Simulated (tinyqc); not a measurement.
# Area and perimeter leakage from two diodes

Problem. A square diode and a finger diode leak I = JA area + JP perimeter. Find JA, JP and the side of the square at which both parts are equal.

areas (um^2): 10000  110000
perimeters (um): 400  44550
leakage currents (pA): 0.2736  5.3784500

Solution. Two linear equations give JA and JP; for a square of side a, JA a^2 = 4 JP a at a = 4 JP/JA.

JA = 2.50e-9 A/cm^2
JP = 5.90e-13 A/cm
side for equal parts = 9.44 um

tinyqc, about 0.01 s, one thread, Intel Xeon 2.30GHz (shared host): `OMP_NUM_THREADS=1 python tinyqc.py 2290158 2290159 out.jsonl`
